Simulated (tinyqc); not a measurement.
Pariser-Parr-Pople SCF with singles CI, for the molecule c1ccc2[nH]ccc2c1 (SMILES; centres numbered as the heavy atoms are written), step by step. Computed by tinyqc, a small Python program that keeps every step. Settings: charge = 0, gamma = MN, start = core, damping = 0, iteration cap = 66, excitations kept = 4. Command: `OMP_NUM_THREADS=1 python tinyqc.py 21618 21619 out.jsonl` (the two numbers bound the seeds that draw the settings). One thread of a shared host (Intel(R) Xeon(R) Processor @ 2.60GHz), about 0.02 s of CPU time with the checks. Later iterations appear only in the table of the cycle.

## PPP integrals

Centres (angstrom, eV; a flat drawing with bonds scaled to 1.40 angstrom):
```
centre        x        y  core charge z        W  gamma_rr
1C       2.1520  -0.7000              1  11.1600   11.1300
2C       2.1520   0.7000              1  11.1600   11.1300
3C       0.9390   1.4000              1  11.1600   11.1300
4C      -0.2730   0.7000              1  11.1600   11.1300
5N      -1.6050   1.1330              2  25.6000   16.8000
6C      -2.4270   0.0000              1  11.1600   11.1300
7C      -1.6050  -1.1330              1  11.1600   11.1300
8C      -0.2730  -0.7000              1  11.1600   11.1300
9C       0.9390  -1.4000              1  11.1600   11.1300
```

Resonance integrals (eV):
```
i  j     beta
1  2  -2.4700
2  3  -2.4700
3  4  -2.4700
4  5  -2.3200
5  6  -2.3200
6  7  -2.4700
7  8  -2.4700
8  9  -2.4700
9  1  -2.4700
8  4  -2.4700
```

Mataga-Nishimoto: gamma = 14.399645/(R + a), a = 2 x 14.399645/(gamma_rr + gamma_ss); H_rr = -W_r - sum_(s != r) z_s gamma_rs; H_rs = beta for bonds.

repulsion gamma_rs (eV), order 1C, 2C, 3C, 4C, 5N, 6C, 7C, 8C, 9C:
```
[[11.1300, 5.3455, 3.8720, 3.5174, 2.7631, 2.4299, 2.8370, 3.8722, 5.3446],
 [5.3455, 11.1300, 5.3446, 3.8722, 2.9918, 2.4299, 2.6305, 3.5174, 3.8720],
 [3.8720, 5.3446, 11.1300, 5.3463, 4.0121, 2.9153, 2.9485, 3.8725, 3.5175],
 [3.5174, 3.8722, 5.3463, 11.1300, 5.9216, 4.0464, 4.0453, 5.3455, 3.8725],
 [2.7631, 2.9918, 4.0121, 5.9216, 16.8000, 5.9236, 4.3673, 4.3675, 3.1161],
 [2.4299, 2.4299, 2.9153, 4.0464, 5.9236, 11.1300, 5.3460, 4.0464, 2.9153],
 [2.8370, 2.6305, 2.9485, 4.0453, 4.3673, 5.3460, 11.1300, 5.3443, 3.7385],
 [3.8722, 3.5174, 3.8725, 5.3455, 4.3675, 4.0464, 5.3443, 11.1300, 5.3463],
 [5.3446, 3.8720, 3.5175, 3.8725, 3.1161, 2.9153, 3.7385, 5.3463, 11.1300]]
```

core matrix H (eV), order 1C, 2C, 3C, 4C, 5N, 6C, 7C, 8C, 9C:
```
[[-43.9047, -2.4700, 0.0000, 0.0000, 0.0000, 0.0000, 0.0000, 0.0000, -2.4700],
 [-2.4700, -44.1557, -2.4700, 0.0000, 0.0000, 0.0000, 0.0000, 0.0000, 0.0000],
 [0.0000, -2.4700, -47.0007, -2.4700, 0.0000, 0.0000, 0.0000, 0.0000, 0.0000],
 [0.0000, 0.0000, -2.4700, -53.0486, -2.3200, 0.0000, 0.0000, -2.4700, 0.0000],
 [0.0000, 0.0000, 0.0000, -2.3200, -59.0630, -2.3200, 0.0000, 0.0000, 0.0000],
 [0.0000, 0.0000, 0.0000, 0.0000, -2.3200, -47.1364, -2.4700, 0.0000, 0.0000],
 [0.0000, 0.0000, 0.0000, 0.0000, 0.0000, -2.4700, -46.7847, -2.4700, 0.0000],
 [0.0000, 0.0000, 0.0000, -2.4700, 0.0000, 0.0000, -2.4700, -51.2396, -2.4700],
 [-2.4700, 0.0000, 0.0000, 0.0000, 0.0000, 0.0000, 0.0000, -2.4700, -45.9987]]
```

## Starting guess

pi electrons, sum of z_r less the charge = 10

Orbitals of the core matrix H.

P at the start, order 1C, 2C, 3C, 4C, 5N, 6C, 7C, 8C, 9C:
```
[[0.5231, 0.5140, 0.4013, -0.2464, 0.0656, -0.0904, -0.1055, 0.0997, 0.5030],
 [0.5140, 0.6444, 0.6728, -0.0787, -0.0151, 0.1182, 0.0079, -0.1611, 0.3322],
 [0.4013, 0.6728, 0.9394, 0.4605, -0.1199, 0.2267, 0.0711, -0.3003, 0.0978],
 [-0.2464, -0.0787, 0.4605, 1.7328, 0.0750, -0.1473, -0.0878, 0.2751, -0.2708],
 [0.0656, -0.0151, -0.1199, 0.0750, 1.9560, 0.1845, -0.1231, -0.0455, 0.1017],
 [-0.0904, 0.1182, 0.2267, -0.1473, 0.1845, 1.0235, 0.8874, -0.0648, -0.2803],
 [-0.1055, 0.0079, 0.0711, -0.0878, -0.1231, 0.8874, 0.9480, 0.3949, -0.1216],
 [0.0997, -0.1611, -0.3003, 0.2751, -0.0455, -0.0648, 0.3949, 1.5157, 0.6083],
 [0.5030, 0.3322, 0.0978, -0.2708, 0.1017, -0.2803, -0.1216, 0.6083, 0.7171]]
```

## Iteration 1: Fock matrix

F_rr = H_rr + P_rr gamma_rr / 2 + sum_(s != r) P_ss gamma_rs; F_rs = H_rs - P_rs gamma_rs / 2; E = tr P (H + F) / 2 + core repulsion sum_(r<s) z_r z_s gamma_rs.

F (eV), order 1C, 2C, 3C, 4C, 5N, 6C, 7C, 8C, 9C:
```
[[-7.5340, -3.8438, -0.7769, 0.4334, -0.0907, 0.1098, 0.1497, -0.1931, -3.8142],
 [-3.8438, -7.1024, -4.2679, 0.1524, 0.0226, -0.1436, -0.0104, 0.2832, -0.6430],
 [-0.7769, -4.2679, -5.0210, -3.7010, 0.2406, -0.3304, -0.1048, 0.5814, -0.1720],
 [0.4334, 0.1524, -3.7010, -3.6101, -2.5420, 0.2980, 0.1775, -3.2052, 0.5244],
 [-0.0907, 0.0226, 0.2406, -2.5420, -6.1723, -2.8666, 0.2688, 0.0993, -0.1584],
 [0.1098, -0.1436, -0.3304, 0.2980, -2.8666, -3.9753, -4.8420, 0.1311, 0.4085],
 [0.1497, -0.0104, -0.1048, 0.1775, 0.2688, -4.8420, -3.7551, -3.5253, 0.2273],
 [-0.1931, 0.2832, 0.5814, -3.2052, 0.0993, 0.1311, -3.5253, -4.0274, -4.0962],
 [-3.8142, -0.6430, -0.1720, 0.5244, -0.1584, 0.4085, 0.2273, -4.0962, -5.9763]]
```

pi energy = -130.4485 eV

## Iteration 1: orbitals and new P

Diagonalise F (the basis is taken as orthonormal) and form P = 2 sum c c over the lowest orbitals.

orbital energies (eV): [-14.2683, -11.0419, -9.8672, -7.6355, -6.6106, -2.0097, -1.4490, 2.0979, 3.6106]

P after iteration 1, order 1C, 2C, 3C, 4C, 5N, 6C, 7C, 8C, 9C:
```
[[1.1378, 0.5814, -0.0770, -0.3462, 0.2060, 0.0503, -0.1379, -0.0829, 0.6681],
 [0.5814, 1.0725, 0.7239, -0.0200, -0.1797, 0.1448, 0.0911, -0.2542, -0.0780],
 [-0.0770, 0.7239, 0.9982, 0.6227, -0.1055, -0.0832, 0.0216, 0.0842, -0.2379],
 [-0.3462, -0.0200, 0.6227, 0.9981, 0.4488, -0.1919, -0.1321, 0.4813, 0.0681],
 [0.2060, -0.1797, -0.1055, 0.4488, 1.6260, 0.4676, -0.2536, -0.1922, 0.0299],
 [0.0503, 0.1448, -0.0832, -0.1919, 0.4676, 1.0188, 0.8137, -0.0243, -0.2259],
 [-0.1379, 0.0911, 0.0216, -0.1321, -0.2536, 0.8137, 1.0983, 0.4671, -0.0217],
 [-0.0829, -0.2542, 0.0842, 0.4813, -0.1922, -0.0243, 0.4671, 1.0275, 0.6583],
 [0.6681, -0.0780, -0.2379, 0.0681, 0.0299, -0.2259, -0.0217, 0.6583, 1.0229]]
```

## Iteration 2: Fock matrix

As before.

F (eV), order 1C, 2C, 3C, 4C, 5N, 6C, 7C, 8C, 9C:
```
[[-4.9346, -4.0239, 0.1491, 0.6088, -0.2845, -0.0612, 0.1957, 0.1604, -4.2554],
 [-4.0239, -5.1015, -4.4045, 0.0386, 0.2689, -0.1760, -0.1198, 0.4471, 0.1511],
 [0.1491, -4.4045, -5.6633, -4.1347, 0.2117, 0.1212, -0.0318, -0.1631, 0.4184],
 [0.6088, 0.0386, -4.1347, -6.3554, -3.6489, 0.3882, 0.2671, -3.7564, -0.1318],
 [-0.2845, 0.2689, 0.2117, -3.6489, -10.6307, -3.7048, 0.5538, 0.4198, -0.0466],
 [-0.0612, -0.1760, 0.1212, 0.3882, -3.7048, -6.5046, -4.6451, 0.0491, 0.3294],
 [0.1957, -0.1198, -0.0318, 0.2671, 0.5538, -4.6451, -5.7801, -3.7181, 0.0406],
 [0.1604, 0.4471, -0.1631, -3.7564, 0.4198, 0.0491, -3.7181, -5.5805, -4.2297],
 [-4.2554, 0.1511, 0.4184, -0.1318, -0.0466, 0.3294, 0.0406, -4.2297, -5.0605]]
```

pi energy = -139.8669 eV

## Iteration 2: orbitals and new P

As before.

orbital energies (eV): [-15.1798, -12.4528, -11.4246, -9.7278, -9.0415, -1.1666, -0.2652, 0.7552, 2.8918]

P after iteration 2, order 1C, 2C, 3C, 4C, 5N, 6C, 7C, 8C, 9C:
```
[[1.0255, 0.6114, -0.0310, -0.3001, 0.1398, 0.0419, -0.1333, -0.0340, 0.7030],
 [0.6114, 1.0050, 0.7145, -0.0387, -0.1228, 0.1569, 0.0455, -0.2689, -0.0008],
 [-0.0310, 0.7145, 1.0486, 0.5969, -0.1428, -0.0587, 0.0585, 0.0277, -0.3190],
 [-0.3001, -0.0387, 0.5969, 1.0658, 0.4360, -0.2393, -0.0996, 0.5379, 0.0336],
 [0.1398, -0.1228, -0.1428, 0.4360, 1.6430, 0.4691, -0.2821, -0.1944, 0.0628],
 [0.0419, 0.1569, -0.0587, -0.2393, 0.4691, 1.0762, 0.8047, -0.0563, -0.1907],
 [-0.1333, 0.0455, 0.0585, -0.0996, -0.2821, 0.8047, 1.0884, 0.4808, -0.0265],
 [-0.0340, -0.2689, 0.0277, 0.5379, -0.1944, -0.0563, 0.4808, 1.0491, 0.6015],
 [0.7030, -0.0008, -0.3190, 0.0336, 0.0628, -0.1907, -0.0265, 0.6015, 0.9985]]
```

## Iteration 3: Fock matrix

As before.

F (eV), order 1C, 2C, 3C, 4C, 5N, 6C, 7C, 8C, 9C:
```
[[-5.3755, -4.1041, 0.0600, 0.5278, -0.1932, -0.0509, 0.1891, 0.0659, -4.3487],
 [-4.1041, -5.4003, -4.3795, 0.0750, 0.1837, -0.1906, -0.0599, 0.4729, 0.0016],
 [0.0600, -4.3795, -5.6124, -4.0657, 0.2865, 0.0856, -0.0862, -0.0536, 0.5610],
 [0.5278, 0.0750, -4.0657, -6.0517, -3.6109, 0.4841, 0.2015, -3.9078, -0.0651],
 [-0.1932, 0.1837, 0.2865, -3.6109, -10.0818, -3.7094, 0.6160, 0.4244, -0.0978],
 [-0.0509, -0.1906, 0.0856, 0.4841, -3.7094, -6.1371, -4.6209, 0.1139, 0.2780],
 [0.1891, -0.0599, -0.0862, 0.2015, 0.6160, -4.6209, -5.5035, -3.7549, 0.0495],
 [0.0659, 0.4729, -0.0536, -3.9078, 0.4244, 0.1139, -3.7549, -5.4524, -4.0780],
 [-4.3487, 0.0016, 0.5610, -0.0651, -0.0978, 0.2780, 0.0495, -4.0780, -5.3196]]
```

pi energy = -140.2593 eV

## Iteration 3: orbitals and new P

As before.

orbital energies (eV): [-14.7925, -12.5241, -11.2313, -9.8152, -8.9900, -1.1078, -0.2185, 0.9195, 2.8256]

P after iteration 3, order 1C, 2C, 3C, 4C, 5N, 6C, 7C, 8C, 9C:
```
[[1.0245, 0.6132, -0.0317, -0.2787, 0.1224, 0.0426, -0.1305, -0.0309, 0.7141],
 [0.6132, 1.0102, 0.7148, -0.0367, -0.1145, 0.1553, 0.0434, -0.2692, -0.0057],
 [-0.0317, 0.7148, 1.0443, 0.5831, -0.1401, -0.0651, 0.0650, 0.0329, -0.3420],
 [-0.2787, -0.0367, 0.5831, 1.0658, 0.4432, -0.2492, -0.1005, 0.5538, 0.0371],
 [0.1224, -0.1145, -0.1401, 0.4432, 1.6323, 0.4803, -0.2872, -0.1973, 0.0628],
 [0.0426, 0.1553, -0.0651, -0.2492, 0.4803, 1.0791, 0.7967, -0.0623, -0.1791],
 [-0.1305, 0.0434, 0.0650, -0.1005, -0.2872, 0.7967, 1.0983, 0.4889, -0.0283],
 [-0.0309, -0.2692, 0.0329, 0.5538, -0.1973, -0.0623, 0.4889, 1.0460, 0.5787],
 [0.7141, -0.0057, -0.3420, 0.0371, 0.0628, -0.1791, -0.0283, 0.5787, 0.9995]]
```

## Convergence

Stop when output and input P, before any damping, agree to 1e-7.

Course of the cycle:
```
iteration       E (eV)  largest |P(out) - P(in)|
1          -130.448468                  7.35e-01
2          -139.866916                  1.12e-01
3          -140.259287                  2.30e-02
4          -140.284456                  1.02e-02
5          -140.288194                  4.73e-03
6          -140.288950                  2.31e-03
7          -140.289139                  1.18e-03
8          -140.289191                  6.15e-04
9          -140.289207                  3.27e-04
10         -140.289211                  1.76e-04
11         -140.289213                  9.82e-05
12         -140.289213                  5.46e-05
13         -140.289213                  3.02e-05
14         -140.289213                  1.67e-05
15         -140.289213                  9.19e-06
16         -140.289213                  5.06e-06
17         -140.289213                  2.78e-06
18         -140.289213                  1.53e-06
19         -140.289213                  8.43e-07
20         -140.289213                  4.63e-07
21         -140.289213                  2.55e-07
22         -140.289213                  1.40e-07
23         -140.289213                  7.70e-08
```

Converged in 23 iterations.

## Converged orbitals

Charges are z - P_rr.

orbital energies (eV): [-14.8347, -12.5462, -11.2193, -9.8421, -9.0008, -1.1158, -0.2085, 0.9220, 2.8171]

coefficients, order 1C, 2C, 3C, 4C, 5N, 6C, 7C, 8C, 9C:
```
[[0.1332, 0.4662, 0.0393, -0.4802, -0.2102, -0.1577, 0.5508, 0.1750, 0.3602],
 [0.1515, 0.4338, -0.3076, -0.3264, 0.3057, -0.3824, -0.3280, -0.3623, -0.3305],
 [0.2501, 0.2934, -0.4268, 0.1758, 0.3995, 0.4715, -0.1644, 0.3457, 0.3315],
 [0.4761, 0.0569, -0.2384, 0.4885, -0.0977, -0.0283, 0.5377, -0.1556, -0.3885],
 [0.5666, -0.4509, -0.2817, -0.2560, -0.3799, -0.1947, -0.2926, 0.2340, 0.0904],
 [0.3461, -0.3168, 0.2261, -0.3879, 0.3453, 0.4307, 0.1848, -0.4823, 0.0820],
 [0.2638, -0.0554, 0.4878, -0.0189, 0.4887, -0.2687, 0.0438, 0.5502, -0.2709],
 [0.3512, 0.2218, 0.4258, 0.4055, -0.0642, -0.2510, -0.2709, -0.3100, 0.4950],
 [0.1905, 0.3863, 0.3394, -0.1118, -0.4321, 0.4973, -0.2789, 0.0905, -0.4085]]
```

pi charges: [-0.0229, -0.0114, -0.0425, -0.0698, 0.3728, -0.0819, -0.0996, -0.0450, 0.0003]

## Singles CI, singlets

Over the 4 single excitations with the smallest orbital gaps: A = (e_a - e_i) delta + 2 (ia|jb) - (ij|ab), with (pq|rs) = sum c_mp c_mq gamma_mn c_nr c_ns. f = 2/3 w |mu|^2 in atomic units, mu = sqrt2 sum c_ia sum_m c_mi c_ma R_m.

singlet CI matrix (eV), order 5>6, 4>6, 5>7, 4>7:
```
[[5.1407, -0.0478, 0.0074, 0.4954],
 [-0.0478, 5.4711, -0.6496, 0.0665],
 [0.0074, -0.6496, 5.5416, 0.0663],
 [0.4954, 0.0665, 0.0663, 6.6384]]
```

singlet excitation energies (eV): [4.8329, 5.0100, 6.1577, 6.7912]

oscillator strengths: [0.0535, 0.2846, 1.4939, 0.8301]

## Singles CI, triplets

Over the 4 single excitations with the smallest orbital gaps: A = (e_a - e_i) delta - (ij|ab), with (pq|rs) = sum c_mp c_mq gamma_mn c_nr c_ns.

triplet CI matrix (eV), order 5>6, 4>6, 5>7, 4>7:
```
[[3.0467, -0.0146, -0.0209, 0.2411],
 [-0.0146, 4.1429, 0.2411, -0.0781],
 [-0.0209, 0.2411, 4.2712, -0.2323],
 [0.2411, -0.0781, -0.2323, 4.3059]]
```

triplet excitation energies (eV): [3.0017, 3.9379, 4.1815, 4.6456]
